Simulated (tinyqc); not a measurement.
Permeation of metal atoms or ions through a thin barrier or dielectric: time lag, field-aided drift and lifetime. Changing the voltage V (positive drives ions across). Computed by tinyqc, a small Python program. Command: `OMP_NUM_THREADS=1 python tinyqc.py 3025395 3025396 out.jsonl barrier sweep`. One thread of a shared host (Intel(R) Xeon(R) Processor @ 2.30GHz), about 0.02 s of CPU time with the checks.

The film 0 < x < d is empty at first; C = C0 at x = 0 and C = 0 at x = d. dC/dt = D d2C/dx2 - v dC/dx with drift v = D z e V/(k_B T d) (uniform field, no space charge).

Inputs (values chosen for the exercise, for a model case: singly charged ions through a dielectric):
```
quantity                               value    unit
thickness d                               18      nm
prefactor D0                         1.2e-09  cm^2/s
activation energy E                    0.777      eV
concentration at the source side C0  2.1e+14  1/cm^3
charge number z                            1       -
critical dose Q_c                      9e+07  1/cm^2
test temperature T                       200       C
use temperature T_u                      100       C
```

Constants: k_B = 8.617333262e-05 eV/K.

Method:
- D = D0 exp(-E/(k_B T)); time scale d^2/D; Peclet number P = z V/(k_B T), k_B T in eV; 1 nm = 1e-7 cm.
- Temperatures in kelvin are T(C) + 273.15.
- Steady flux J = (D C0/d) P/(1 - exp(-P)); time lag in units of d^2/D: s_L = [P (1 + exp(-P))/(1 - exp(-P)) - 2]/P^2 (P = 0: J = D C0/d, s_L = 1/6).
- Dose through the film Q(s) = C0 d {f (s - s_L) - 2 exp(P/2) sum_(n=1..200) (-1)^n n^2 pi^2 exp(-l_n s)/l_n^2}, l_n = n^2 pi^2 + P^2/4, f = P/(1 - exp(-P)) the relative flux.
- Solve Q = Q_c for s. At the use temperature D and P take T_u, with the same C0 and V; 1 year = 3.15576e7 s.

One run for each value; columns: (1) voltage V (positive drives ions across) (V); (2) failure time at T (s); (3) flux relative to D C0/d; (4) time lag s_L; (5) Peclet number P:
```
(1)          (2)        (3)     (4)     (5)
-0.50  2.097e+09  5.792e-05  0.0682  -12.26
-0.30  2.592e+07  4.694e-03  0.0991   -7.36
-0.15  1.345e+06  9.530e-02  0.1381   -3.68
-0.05  3.213e+05  5.091e-01  0.1626   -1.23
0.05   1.477e+05  1.735e+00  0.1626    1.23
0.15   9.442e+04  3.774e+00  0.1381    3.68
0.30   6.124e+04  7.363e+00  0.0991    7.36
0.50   4.172e+04  1.226e+01  0.0682   12.26
0.70   3.163e+04  1.717e+01  0.0515   17.17
```

What does the table show, and why?

Over the rows, failure time at T (s) falls from 2.10e9 to 31600; flux relative to D C0/d rises from 5.79e-5 to 17.2; time lag s_L goes from 0.0682 through a maximum among these rows, 0.163 at -0.0500, to 0.0515. The lag is even in V and the flux is not: f(P) - f(-P) = P.

Caution (all rows): grain boundaries, pinholes, trapping and space charge are left out; thin real barriers usually fail at defects.

Extremes, crossings and ranges named in words are read from the listed rows.
